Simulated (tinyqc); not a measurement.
# Barrier and mass from two Fowler-Nordheim currents

Problem. Fowler-Nordheim tunnelling through a dielectric follows J = A F^2 exp(-B/F), A = q^2 me/(16 pi^2 hbar m1 phi1) (A/V^2 with phi1 in volts), B = (4/3) sqrt(m1/C) phi1^1.5 (V/nm), C = hbar^2/(2 m0). Find B, A, phi1 and m1.

Values chosen for this exercise: emitter mass in the supply function me = 1 m0.

Constants: q = 1.602176634e-19 C, hbar = 1.054571817e-34 J s, m0 = 9.1093837015e-31 kg, hbar^2/(2 m0) = 0.0380998212 eV nm^2. Results are converted to the units shown.

J at F = 0.6 and 1.39 V/nm (A/cm^2): 2.5008807e-11  2.8277585

Solution. The slope of ln(J/F^2) against 1/F is -B and the intercept gives A. A fixes the product m1 phi1, and B = (4/3) phi1 sqrt(m1 phi1/C) then gives phi1.

B = 25.1 V/nm
A = 1.01e-6 A/V^2
phi1 = 2.98 eV
m1 = 0.510 m0

Numbers from tinyqc (`OMP_NUM_THREADS=1 python tinyqc.py 2540005 2540006 out.jsonl`; about 0.04 s on one thread of a shared Intel Xeon 2.30GHz).
